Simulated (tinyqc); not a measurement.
Free and trapped electrons in a MOS channel with a dense trap tail: two steps of the calculation.

p-type body, charge-sheet picture, full ionisation (an idealisation for deep acceptors), Boltzmann statistics for free electrons. e = Ec - EF at the surface. Acceptor-like traps of density D(E) = D0 + De exp(-E/Ew) at depth E below Ec, from 0 to Eu, hold n_t = integral of D(E)/(1 + exp((e - E)/Vt)). psi = Eg - Vt ln(Nv/Na) - e; N_dep = sqrt(2 eps0 eps_r Na (psi - Vt)/q); n_f = sqrt(N_dep^2 + 2 eps0 eps_r Vt Nc exp(-e/Vt)/q) - N_dep; Vg = Vfb + psi + q (N_dep + n_t + n_f)/Cox, Cox = eps0 eox/tox.

Parameters, values chosen for the exercise; band and dielectric values close to those of gallium nitride:
- T = 400 K (temperature)
- Eg = 3.38 eV (band gap)
- eps_r = 9.66 (relative permittivity)
- Nc = 3.56e18 cm^-3 (conduction-band density of states at T)
- Nv = 7.01e19 cm^-3 (valence-band density of states at T)
- eox = 3.9 (relative permittivity of the insulator)
- tox = 44 nm (insulator thickness)
- Na = 3.1e16 cm^-3 (acceptor density)
- Vfb = -3.01 V (flat-band voltage without trapped charge)
- D0 = 1.2e11 cm^-2 eV^-1 (constant background density of acceptor-like traps)
- De = 1.3e13 cm^-2 eV^-1 (density of the tail at the conduction edge)
- Ew = 0.05 eV (decay energy of the tail)
- Eu = 0.92 eV (depth below Ec down to which the traps reach)
- mf = 150 cm^2/(V s) (mobility of free electrons)
- e = 0.054 eV (Ec - EF at the surface)

Constants: q = 1.602176634e-19 C, kB = 1.380649e-23 J/K, Vt = kB T/q, eps0 = 8.8541878128e-14 F/cm where lengths are in cm. Results are converted to the units shown.

Problem 1. Trapped charge. Trapezoid rule on 16 equal steps from 0 to Eu, f = 1/(1 + exp((e - E)/Vt)).

Wanted: E; D(E) f; n_t.

Solution 1.

| point | E (eV) | D(E) f (cm^-2 eV^-1) |
|---|---|---|
| 0 | 0 | 2.2658e12 |
| 1 | 0.057500 | 2.2256e12 |
| 2 | 0.11500 | 1.2162e12 |
| 3 | 0.17250 | 5.1611e11 |
| 4 | 0.23000 | 2.4916e11 |
| 5 | 0.28750 | 1.6119e11 |
| 6 | 0.34500 | 1.3307e11 |
| 7 | 0.40250 | 1.2414e11 |
| 8 | 0.46000 | 1.2131e11 |
| 9 | 0.51750 | 1.2042e11 |
| 10 | 0.57500 | 1.2013e11 |
| 11 | 0.63250 | 1.2004e11 |
| 12 | 0.69000 | 1.2001e11 |
| 13 | 0.74750 | 1.2000e11 |
| 14 | 0.80500 | 1.2000e11 |
| 15 | 0.86250 | 1.2000e11 |
| 16 | 0.92000 | 1.2000e11 |

n_t = 3.8986e11 cm^-2

Problem 2. Charges and gate voltage. psi, N_dep, n_f and Vg as defined, with the n_t given; free share n_f/(n_f + n_t); apparent mobility mf n_f/(n_f + n_t); gate voltage spent on traps q n_t/Cox.

n_t = 3.8986429e11 cm^-2

Find: psi; N_dep; n_f; Vg; free share; apparent mobility; gate voltage spent on traps.

Solution 2.

psi = 3.060 V
N_dep = 1.001e12 cm^-2
n_f = 1.284e11 cm^-2
Vg = 3.151 V
free share = 24.78 %
apparent mobility = 37.17 cm^2/(V s)
gate voltage spent on traps = 0.7959 V

Numbers from tinyqc (`OMP_NUM_THREADS=1 python tinyqc.py 2222206 2222207 out.jsonl`; about 0.02 s on one thread of a shared Intel Xeon 2.30GHz).
